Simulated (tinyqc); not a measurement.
Landau-Devonshire theory of a uniaxial ferroelectric: one step, computed by the program tinyqc.

G(P) = (alpha/2) P^2 + (beta*/4) P^4 + (gamma/6) P^6 - E P per volume, SI units, one domain, P along the polar axis.

Question. Spontaneous polarisation, susceptibility, coercive field. Ps^2 = [-beta* + sqrt(beta*^2 - 4 alpha gamma)]/(2 gamma). chi = 1/(eps_0 G''), G'' = alpha + 3 beta* P^2 + 5 gamma P^4 at Ps. Ps, chi and the coercive field are for perfect screening, without a depolarising field. The intrinsic coercive field is |alpha P + beta* P^3 + gamma P^5| at the P_c where G'' = 0. 1 C/m^2 = 100 microcoulomb/cm^2.

Inputs (values chosen for the exercise, modelled on barium titanate): Curie-Weiss temperature T0 = 381 K; gamma = 1.59e+10 J m^9/C^6; temperature T = 301 K.

Sample: free crystal.

alpha = -5.352000e+07 J m/C^2

beta* = -8.25e+08 J m^5/C^4

Constants: eps_0 = 8.8541878128e-12 F/m.

Give: spontaneous polarisation Ps; susceptibility chi; well depth G(Ps); P_c; intrinsic coercive field.

Answer.

spontaneous polarisation Ps = 29.92 microcoulomb/cm^2

susceptibility chi = 312.2

well depth G(Ps) = -2.147 MJ/m^3

P_c = 21.41 microcoulomb/cm^2

intrinsic coercive field = 12.40 MV/m

P_c/Ps = 0.716, above the 0.577 of a quartic well, as the sixth-order term matters. Real switching runs by domain nucleation at far lower fields.
